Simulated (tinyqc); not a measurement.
A chain with two barriers and dephasing by Buettiker voltage probes: one step of the calculation.

Sites 1 to 5 form a chain with hopping -t. Lead L joins site 1 and lead R site 5, both semi-infinite chains with hopping -t and site energy 0. Every site carries a probe with self-energy -i Gamma_p/2 that draws no net current. Linear response at zero temperature: mu_L = 1, mu_R = 0 in units of the bias.

Problem. Current at both leads. In units of (2 q^2/h) times the bias, T_RL + sum_p T_pL (1 - mu_p) leaves L and T_RL + sum_p T_pR mu_p enters R.

T_RL = 0.0078222835

```
probe,T_pL,T_pR,mu_p
1,0.079836668,0.00407522,0.70335790
2,0.034159746,0.08293169,0.26872451
3,0.024471518,0.07829039,0.26072091
4,0.026962611,0.07789160,0.26352560
5,0.004075221,0.21994821,0.10979381
```

Give: current leaving L; current entering R.

Solution.

current leaving L = 0.09806
current entering R = 0.09806

The two are equal: the probes conserve the current.

Numbers from tinyqc (`OMP_NUM_THREADS=1 python tinyqc.py 2700113 2700114 out.jsonl`; about 0.01 s on one thread of a shared Intel Xeon 2.30GHz).
